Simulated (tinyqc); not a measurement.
From splitting (highest minus lowest) back to shear deformation potential Xi_u: strain, valley repopulation and piezoresistance in a many-valley conduction band. Computed by tinyqc, a small Python program. Command: `OMP_NUM_THREADS=1 python tinyqc.py 3007296 3007297 out.jsonl valleys inv`. One thread of a shared host (Intel(R) Xeon(R) Processor @ 2.30GHz), about 0.05 s of CPU time with the checks.

Valleys are ellipsoids with mass m_l along the axis a and m_t across it, parabolic, with one constant relaxation time; strain shifts the valleys and leaves the masses alone. Currents are taken along [100], in the plane, and along [001], across the plane.

Inputs (values chosen for the exercise, modelled on silicon):
```
quantity,value,unit
dilation deformation potential Xi_d,1.1,eV
C11,166,GPa
C12,64.2,GPa
C44,79.1,GPa
stress X (tension positive),130,MPa
```

Valley axes: <100> (6 valleys in 3 pairs). Load: biaxial in the (001) plane.

Method. Compliances S11 = (C11 + C12)/((C11 - C12)(C11 + 2 C12)), S12 = -C12/((C11 - C12)(C11 + 2 C12)), S44 = 1/C44; stress sigma_xx = sigma_yy = X, all else 0; e_xx = S11 sigma_xx + S12 (sigma_yy + sigma_zz), e_xy = S44 sigma_xy/2 (tensor strain). Herring-Vogt shift of a valley with unit axis a: dE = Xi_d tr(e) + Xi_u a.e.a.

Question. A run gave the result below. Find the shear deformation potential Xi_u, known to lie between 4.6 and 12 eV.

splitting (highest minus lowest) = 11.60933 meV

Answer.

Each step takes the trial c = (a f_b - b f_a)/(f_b - f_a), f being the result less the target and a, b, c the logarithms of the listed values; c replaces end b, the old b replaces a if the sign of f changed, and otherwise f_a is halved.

Scan of the range:
```
shear deformation potential Xi_u (eV),splitting (highest minus lowest) (meV)
4.60,5.8743
5.40,6.8959
6.33,8.0835
7.43,9.4882
8.72,11.1356
10.20,13.0255
12.00,15.3242
```

False position (Illinois rule, in the logarithm of the input) inside the bracket:
```
step,end a,end b,trial,splitting (highest minus lowest) (meV)
1,8.7200,10.2000,9.06950,11.5819
2,10.2000,9.0695,9.08978,11.6078
3,10.2000,9.0898,9.09207,11.6107
4,9.0898,9.0921,9.09100,11.6093
5,9.0921,9.0910,9.09100,11.6093
```

Splitting (highest minus lowest) rises at every point of a 13-point scan of the range (every second point is shown), so one value fits; it is bracketed by 8.72 and 10.2. The scan shows a pure power law with exponent 1.000, so scaling from any one row also gives the answer directly. Answer: shear deformation potential Xi_u = 9.091 eV.
